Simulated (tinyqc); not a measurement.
# Surface photovoltage measurement of the minority-carrier diffusion length in a wafer, step by step

A worked calculation. Computed by tinyqc, a small Python program that keeps every step. Command: `OMP_NUM_THREADS=1 python tinyqc.py 3130496 3130497 out.jsonl spv walk`. One thread of a shared host (Intel(R) Xeon(R) Processor @ 2.30GHz), about 0.01 s of CPU time with the checks. Intermediate numbers are printed to about 6 digits and carried at full precision; extremes and crossings named in words are read from the listed rows.

Low injection, steady light, a depletion layer much thinner than 1/alpha and L. The excess density dn is taken at the front edge of the neutral region; light that reaches the back is lost.

Inputs (values chosen for the exercise, modelled on p-type silicon at room temperature): diffusion length L = 54 micrometre; wafer thickness W = 525 micrometre; diffusivity D = 29.2 cm^2/s; front recombination velocity S_f = 1600 cm/s; back recombination velocity S_b = 59000 cm/s; photon flux entering = 2.6e+11 1/(cm^2 s); minority density at the surface barrier scale n_0 = 8.3e+09 1/cm^3; temperature T = 298 K; wavelength = 835 nm; relative noise of each reading = 0 %; diffusion length after pair splitting over L = 0.8; iron factor C = 1.01e+16 micrometre^2/cm^3.

Constants: k_B = 8.617333262e-05 eV/K.

## One wavelength

alpha = (84.732/lambda - 76.417)^2 per cm with lambda in micrometre (an empirical fit for silicon between 0.7 and 1.05 micrometre). Thick wafer: dn = Phi L/((S_f + D/L)(L + 1/alpha)). Finite wafer, with s = S_b L/D, w = W/L, a = alpha L: dn = [Phi a/(a^2 - 1)] [a - B - exp(-alpha W)(a - s)/(cosh w + s sinh w)]/(S_f + B D/L), B = (sinh w + s cosh w)/(cosh w + s sinh w). Photovoltage V = (k_B T/e) ln(1 + dn/n_0). Lifetime = L^2/D.

alpha = 627.926 1/cm

penetration depth 1/alpha = 15.9254 micrometre

dn, thick wafer = 2.86533e+07 1/cm^3

B = 1.00000

dn, finite wafer = 2.86533e+07 1/cm^3

photovoltage V = 0.0884987 mV

lifetime = 0.998630 microsecond

## The linear plot

normal deviates g for the noise: [-0.81, 1.34, 0.34, 1.00, -0.02, -0.10, 0.32]

Readings y = (Phi/dn) (1 + noise x g) at 780, 830, 880, 920, 950, 975 and 995 nm; a least-squares line y = c (1/alpha + L_app) gives L_app = intercept/slope.

Readings:
```
lambda (nm)  1/alpha (micrometre)  y (cm/s)  line (cm/s)
780                         9.636    8257.9       8257.9
830                        15.176    8976.7       8976.7
880                        25.330   10294.4      10294.4
920                        40.658   12283.4      12283.4
950                        61.278   14959.3      14959.3
975                        90.917   18805.5      18805.5
995                       130.888   23992.4      23992.3
```

slope = 129.767 cm/(s micrometre)

apparent length L_app = 53.9996 micrometre

error of L_app (rounded to 0.001) = -0.001 %

At W/L = 9.7 the finite thickness shifts L_app by less than 0.05 %. S_f scales all readings alike and leaves L_app unchanged.

## Where the wafer is too thin

No noise; L is varied at fixed W, and the last two columns set S_b to 0 and to 1e7 cm/s.

Apparent length (micrometre):
```
L           W/L  given S_b  S_b = 0  S_b = 1e7
26.2    20.0382     26.200    26.20     26.200
52.5    10.0000     52.500    52.50     52.500
105.0    5.0000    104.835   105.12    104.821
158.0    3.3228    155.671   159.99    155.538
262.0    2.0038    237.441   285.49    236.610
420.0    1.2500    310.002   544.35    307.876
682.0    0.7698    358.673  1138.20    355.293
1100.0   0.4773    382.434  2285.07    378.326
2100.0   0.2500    394.530  4581.97    390.023
```

With a fast back surface L_app levels off, at 390 micrometre in the last row; with a passive one it reaches up to 2.18 times L among these rows and is 4580 in the last. All three columns are within 5 % of L down to W/L = 3.3.

## Iron from two lengths

Splitting iron-boron pairs in boron-doped silicon shortens L; with nothing else changing, [Fe] = C (1/L_after^2 - 1/L^2). It is evaluated with the true lengths and with the apparent ones (without noise), which differ when the wafer is not thick against L.

L_after = 43.2 micrometre

[Fe] from the true lengths = 1.94830e+12 1/cm^3

[Fe] from the apparent lengths = 1.94826e+12 1/cm^3

bias, apparent over true less 1 (rounded to 0.001) = -0.002 %

Checks made by the program: dn against a finite-difference solution (relative difference 9e-06).
